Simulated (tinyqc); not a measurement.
Punch-through p+-n junction, ionisation integral and breakdown: one step of the calculation.

A p+ layer at x < 0 and an n drift layer from x = 0 to L on an n+ substrate. Depletion approximation, built-in voltage neglected. Local ionisation coefficients alpha_n = an exp(-(bn/E)^mx), alpha_p = ap exp(-(bp/E)^mx). Electrons move towards +x, holes towards x = 0.

Question. Ionisation integrals by the trapezoid rule. G(x) = integral from 0 to x of (alpha_n - alpha_p); I_n = integral of alpha_n exp(-G) (electrons injected at x = 0), I_p = integral of alpha_p exp(G(end) - G) (holes injected at the far edge); M = 1/(1 - I). All integrals by the trapezoid rule on the grid.

```
point     x (um)  alpha_n (1/cm)  alpha_p (1/cm)
0       0.000000      0.58900391       1576.2052
1       2.900000      0.29440956       1062.8610
2       5.800000      0.13999344       696.66154
3       8.700000     0.062973458       442.45500
4      11.600000     0.026625446       271.28427
5      14.500000     0.010501916       159.89595
6      17.400000    0.0038306057       90.145798
7      20.300000    0.0012788534       48.328907
8      23.200000    3.8604169e-4       24.468847
9      26.100000    1.0384720e-4       11.603199
10     29.000000    2.4463192e-5       5.1025472
```

Give: G; alpha_n exp(-G); I_n; I_p; M_n; M_p.

Answer.

```
point        G  alpha_n exp(-G) (1/cm)
0       0.0000                 0.58900
1      -0.3825                 0.43160
2      -0.6376                 0.26486
3      -0.8027                 0.14054
4      -0.9062                 0.06590
5      -0.9687                 0.02767
6      -1.0050                 0.01046
7      -1.0251                 0.00356
8      -1.0356                 0.00109
9      -1.0409                 0.00029
10     -1.0433                 0.00007
```

I_n = 3.5975e-4
I_p = 0.63694
M_n = 1.0004
M_p = 2.7544

Computed by the program tinyqc: `OMP_NUM_THREADS=1 python tinyqc.py 2120118 2120119 out.jsonl`, one thread of a shared Intel Xeon 2.30GHz, about 0.2 s for the whole run.
